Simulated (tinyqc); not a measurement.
Quantum point contact as a saddle point: one step of the calculation.

Potential V0 - m wx^2 x^2/2 + m wy^2 y^2/2; energies are counted from V0. Mode n = 0, 1, ... transmits T_n(E) = 1/(1 + exp(-2 pi (E - E_n)/wx)), E_n = wy (n + 1/2); each mode carries 2 q^2/h.

Task. Thermal average on a coarse grid. g(T) = int g(E) (-df/dE) dE = int g(mu + x kB T) dx/(4 cosh^2(x/2)), g(E) the zero-temperature value at E, g = G/(2 q^2/h). Simpson's rule on nE equally spaced x from -xm to xm.

Inputs (values chosen for the exercise):
- T = 4.2 K (temperature)
- wy = 4.5 meV (transverse quantum hbar wy)
- wx = 4.4 meV (curvature of the barrier hbar wx)
- mu = 16.01 meV (Fermi level above the saddle point)
- nE = 11 (points of the energy grid)
- xm = 8 (half-range of the grid in kB T)

Constants: q = 1.602176634e-19 C, kB = 1.380649e-23 J/K, Vt = kB T/q. Results are converted to the units shown.

Wanted: x; E; g(E); weight; integral of the weight; g(T); g(T) divided by the integral of the weight.

Result.

```
point	x	E (meV)	g(E)	weight
0	-8.000	13.11	2.957	0.0003
1	-6.400	13.69	3.021	0.0017
2	-4.800	14.27	3.095	0.0081
3	-3.200	14.85	3.212	0.0376
4	-1.600	15.43	3.386	0.1398
5	0.000	16.01	3.593	0.2500
6	1.600	16.59	3.773	0.1398
7	3.200	17.17	3.895	0.0376
8	4.800	17.75	3.973	0.0081
9	6.400	18.33	4.036	0.0017
10	8.000	18.91	4.117	0.0003
```

integral of the weight = 1.017
g(T) = 3.641
g(T) divided by the integral of the weight = 3.581

Computed by the program tinyqc: `OMP_NUM_THREADS=1 python tinyqc.py 2740038 2740039 out.jsonl`, one thread of a shared Intel Xeon 2.30GHz, about 0.03 s for the whole run.
